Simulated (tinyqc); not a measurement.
Inside a calculation: round or elliptic silicon nanowire with anisotropic valleys (Ritz method). Values are carried at full precision from step to step, so a last printed digit may differ when a step is redone from the rounded ones.

Wire along x = [100] on a (001) wafer, y = [010], z = [001]. Valley groups, two valleys each (w = inverse masses): A, axis along z: w_y = 1/mt, w_z = 1/ml, m_x = mt; B, axis along y: w_y = 1/ml, w_z = 1/mt, m_x = mt; C, axis along x: w_y = w_z = 1/mt, m_x = ml.

Constants: hbar^2/2m0 = 3.80998211 eV angstrom^2; kB = 8.617333262e-05 eV/K.

Values chosen for the exercise (near those of a Si nanowire; not measured data):
```
symbol  value  unit      meaning
ml      0.918  m0        longitudinal mass
mt      0.187  m0        transverse mass
a       32     angstrom  semi-axis along y
b       32     angstrom  semi-axis along z
group   B                valley group worked out
T       350    K         temperature
```

## Stretching the ellipse

Scaling y by 1/sqrt(w_y) and z by 1/sqrt(w_z) makes the mass 1 and the semi-axes A = a/sqrt(w_y), B = b/sqrt(w_z). List them with the one-function estimate 3c (1/A^2 + 1/B^2) and the slender limit c (pi/2s)^2 (1 + 2s/(pi l)), s and l the smaller and larger of A, B; c = hbar^2/2m0.

Groups:
```
group  g      A      B  axis ratio  one function (eV)  slender limit (eV)
A      2  13.84  30.66       2.216             0.0718              0.0632
B      2  30.66  13.84       2.216             0.0718              0.0632
C      2  13.84  13.84       1.000             0.1194              0.0803
```

The one-function value suits axis ratios near 1 and the slender limit ratios well above 2.

## Matrices of three even functions

Hard wall on the ellipse (y/a)^2 + (z/b)^2 = 1, c = hbar^2/2m0. With u = y/a, v = z/b the operator is -c [(w_y/a^2) d2/du2 + (w_z/b^2) d2/dv2] on the unit disc. Basis (1 - u^2 - v^2) u^i v^j; S, X and Y are the disc integrals of f f', (df/du)(df'/du) and (df/dv)(df'/dv), from the integral of u^p v^q = 2 Gamma((p+1)/2) Gamma((q+1)/2)/((p + q + 2) Gamma((p+q+2)/2)) for even p, q; H = c (w_y X/a^2 + w_z Y/b^2).

Basis 1, u^2, v^2 times (1 - u^2 - v^2); form S and H for the chosen group.

S, rows 1, u^2, v^2 and columns alike:
```
[[1.047198, 0.130900, 0.130900],
 [0.130900, 0.039270, 0.013090],
 [0.130900, 0.013090, 0.039270]]
```

H (meV), rows 1, u^2, v^2 and columns alike:
```
[[75.2404, 12.5401, 12.5401],
 [12.5401, 6.8247, 1.5675],
 [12.5401, 1.5675, 15.1204]]
```

## Lowest level in this basis

Solve H p = E S p for the wire level; give E, the ratios p2/p1 and p3/p1, and H11/S11.

E = 68.1 meV

ratios: [-0.83, -0.25]

one function = 71.8 meV

The two added functions lower the level by 3.7 meV (5.2 %), mostly by narrowing the state along u, the direction in which the stretched ellipse is long.

## Subbands

Converged values use 21 functions of each parity class (e or o in u, then in v).

The nine lowest levels of all groups and parity classes.

Subbands:
```
group, parity  g  m_x (m0)  E (eV)
A ee           2    0.1870  0.0680
B ee           2    0.1870  0.0680
A eo           2    0.1870  0.1140
B oe           2    0.1870  0.1140
C ee           2    0.9180  0.1151
A ee           2    0.1870  0.1766
B ee           2    0.1870  0.1766
A oe           2    0.1870  0.2292
B eo           2    0.1870  0.2292
```

At 350 K and without degeneracy the populations go as g sqrt(m_x) exp(-E/kB T): among these nine the lowest level, shared by A ee and B ee, holds 67 % and the light transport mass mt 84 % of the electrons.

## Checks

- Circle of radius a with both masses mt against c (2.404826/R)^2/m, eV: both 0.1151.

Program tinyqc; command `OMP_NUM_THREADS=1 python tinyqc.py 1250130 1250131 out.jsonl`; about 0.06 s on one thread of a shared Intel(R) Xeon(R) Processor @ 2.30GHz.
